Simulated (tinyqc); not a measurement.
From results back to parameters: defect-molecule model of a vacancy with Jahn-Teller distortion. Five cases, with inputs chosen for the exercise.

Problem. With et the undistorted t2 level, Uc the repulsion of two electrons, I the Jahn-Teller coupling and k the force constant, the levels above Ev are E(2+/+) = et - E_JT, E(+/0) = et - 3 E_JT + Uc, the Stokes shift of the first transition is 2 E_JT, E_JT = 2 I^2/k and the distortion of the + state is 2 I/k. The values below come from hidden parameters.

Find: et, Uc; I; k.

Method. E_JT is half the Stokes shift; et = E(2+/+) + E_JT; Uc = E(+/0) - E(2+/+) + 2 E_JT; with Q the distortion, I = E_JT/Q and k = 2 E_JT/Q^2.

Case 1.

levels (eV): (2+/+) 0.18448, (+/0) 0.09343

Stokes shift = 0.191049 eV
distortion of + = 0.101622 angstrom

Solution.

et, Uc (eV): 0.280  0.100

I = 0.94 eV/angstrom
k = 18.5 eV/angstrom^2

Case 2.

levels (eV): (2+/+) 0.14637, (+/0) 0.06912

Stokes shift = 0.347252 eV
distortion of + = 0.149677 angstrom

Solution.

et, Uc (eV): 0.320  0.270

I = 1.16 eV/angstrom
k = 15.5 eV/angstrom^2

Case 3.

levels (eV): (2+/+) 0.05345, (+/0) 0.11034

Stokes shift = 0.353107 eV
distortion of + = 0.141243 angstrom

Solution.

et, Uc (eV): 0.230  0.410

I = 1.25 eV/angstrom
k = 17.7 eV/angstrom^2

Case 4.

levels (eV): (2+/+) 0.23594, (+/0) 0.13781

Stokes shift = 0.248127 eV
distortion of + = 0.125316 angstrom

Solution.

et, Uc (eV): 0.360  0.150

I = 0.99 eV/angstrom
k = 15.8 eV/angstrom^2

Case 5.

levels (eV): (2+/+) 0.21599, (+/0) 0.10796

Stokes shift = 0.288024 eV
distortion of + = 0.132121 angstrom

Solution.

et, Uc (eV): 0.360  0.180

I = 1.09 eV/angstrom
k = 16.5 eV/angstrom^2

Computed by tinyqc, one run a case: `OMP_NUM_THREADS=1 python tinyqc.py N N+1 out.jsonl` with N = 1480881, 1480908, 1480959, 1480977, 1481010; one thread of a shared Intel(R) Xeon(R) Processor @ 2.30GHz, about 0.01 s a run at most.
